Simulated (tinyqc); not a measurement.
Hole subbands of a hard-walled well, four-band Luttinger model, step by step. Values are carried at full precision from step to step, so a last printed digit may differ when a step is redone from the rounded ones.

Constants: hbar^2/2m0 = 3.80998211 eV angstrom^2.

Values chosen for the exercise (near those of Ge; not measured data):
- g1 = 13.4 (Luttinger gamma1)
- g2 = 4.25 (gamma2)
- L = 135 angstrom (well width along [001])
- Zs = 0 eV (shear strain energy)
- g3 = 5.68 (gamma3)
- k = 0.0252 1/angstrom (wave vector in the plane)
- N = 4 (sines for each component)
- kmax = 0.056 1/angstrom (end of the path)

## Levels at k = 0

R and S vanish: HHn = c (g1 - 2 g2)(n pi/L)^2 - Zs and LHn = c (g1 + 2 g2)(n pi/L)^2 + Zs, c = hbar^2/2m0, hole energies counted downwards. Sort HH1 to HH4 and LH1, LH2.

Levels:
```
subband  E (eV)
HH1      0.0101
HH2      0.0404
LH1      0.0452
HH3      0.0910
HH4      0.1618
LH2      0.1807
```

The top subband is HH1, 30.3 meV from HH2.

## The matrix at one k

Hole energies are counted downwards from the unstrained band edge, c = hbar^2/2m0. After the usual block transformation one block is H = [[P + Q - Zs, R - i S], [R + i S, P - Q + Zs]] in (heavy, light), with P +/- Q = c [(g1 +/- g2) k^2 + (g1 -/+ 2 g2) kz^2], R = sqrt(3) c gR k^2, S = 2 sqrt(3) c g3 k kz, kz = -i d/dz; axial approximation gR = (g2 + g3)/2. Zs = b (e_par - e_perp) is the shear part of the strain (the hydrostatic part shifts all levels alike and is left out). Basis sqrt(2/L) sin(n pi z/L), n = 1 to N, for each component: kz^2 gives (n pi/L)^2 and the heavy-light block is R delta_nm - 2 sqrt(3) c g3 k D_nm with D_nm = 4 n m/(L (n^2 - m^2)) for n + m odd, 0 otherwise. The other block has the same levels. The split-off band is left out.

Fill in the 2N x 2N matrix, in meV.

H(k) (meV), rows h1, h2, h3, h4, l1, l2, l3, l4 and columns alike:
```
[[52.81, 0, 0, 0, 20.81, 37.32, 0, 14.93],
 [0, 83.14, 0, 0, -37.32, 20.81, 67.17, 0],
 [0, 0, 133.69, 0, 0, -67.17, 20.81, 95.96],
 [0, 0, 0, 204.46, -14.93, 0, -95.96, 20.81],
 [20.81, -37.32, 0, -14.93, 67.32, 0, 0, 0],
 [37.32, 20.81, -67.17, 0, 0, 202.88, 0, 0],
 [0, 67.17, 20.81, -95.96, 0, 0, 428.81, 0],
 [14.93, 0, 95.96, 20.81, 0, 0, 0, 745.11]]
```

## Levels and mixing

Diagonalise; give the four lowest hole energies and the weight of the heavy component (the first half of the basis) in each.

levels (meV): [22.84, 42.67, 87.96, 102.20]

heavy weight: [0.548, 0.818, 0.844, 0.509]

The most mixed of the four is number 4, with 51 % heavy character. Against 60 sines these levels lie 0.3, 0.5, 1.2 and 1.2 meV too high: the small basis lacks the higher sines, which carry the upper levels.

## Dispersion in the plane

N = 20, nine points from 0 to kmax.

Hole energies (meV):
```
k (1/angstrom)     E1     E2      E3      E4  heavy weight of 1  heavy weight of 2
0.0000          10.11  40.44   45.19   90.99              1.000              1.000
0.0070          12.65  34.24   55.22   89.37              0.993              0.598
0.0140          18.58  31.09   70.73   86.24              0.904              0.602
0.0210          21.75  36.67   85.12   89.16              0.629              0.803
0.0280          23.21  45.52   88.99  108.95              0.514              0.795
0.0350          26.24  51.27   96.26  128.46              0.464              0.706
0.0420          31.26  55.13  101.77  146.48              0.433              0.634
0.0490          38.24  59.31  105.09  159.90              0.410              0.583
0.0560          47.07  64.85  108.09  167.68              0.392              0.544
```

At small k the hole energy falls in subbands 2 and 4: an electron-like mass, caused by repulsion from a deeper subband. E2 - E1 is smallest, 12.5 meV, at k = 0.0140 of the points listed. The top subband goes from 1.00 to 0.39 in heavy weight.

## Mass of HH1 in the plane

Second order in k: 1/m = g1 + g2 - sum_n 12 c g3^2 D_1n^2/(LHn - HH1) over even n up to 60, with D_1n = 4n/(L (n^2 - 1)) in size, LHn - HH1 = c [(g1 + 2 g2) n^2 - (g1 - 2 g2)](pi/L)^2 + 2 Zs, c = hbar^2/2m0.

LHn - HH1 for n = 2, 4, 6 (meV): [170.6, 712.9, 1616.6]
terms for n = 2, 4, 6: [3.3730, 0.1292, 0.0235]
sum of all terms = 3.5394
mass without mixing, 1/(g1 + g2) = 0.0567 m0
1/m with mixing = 14.1106 1/m0

Mixing with the light holes takes m from 0.057 to 0.071 m0.

## Checks

- 1/m of HH1 from the full matrix (N = 60) at small k against second order: both 14.111.
- The 2 x 2 block with gR = g2 (k along [100]) for a plane wave (k, 0, pi/L) against the bulk heavy-hole formula, eV: both 0.01208.
- Lowest level at the given k on a real-space grid of 240 points against 60 sines, eV: both 0.0225.

(tinyqc, `OMP_NUM_THREADS=1 python tinyqc.py 1281676 1281677 out.jsonl`, Intel(R) Xeon(R) Processor @ 2.30GHz, 1 thread, shared host, about 0.1 s.)
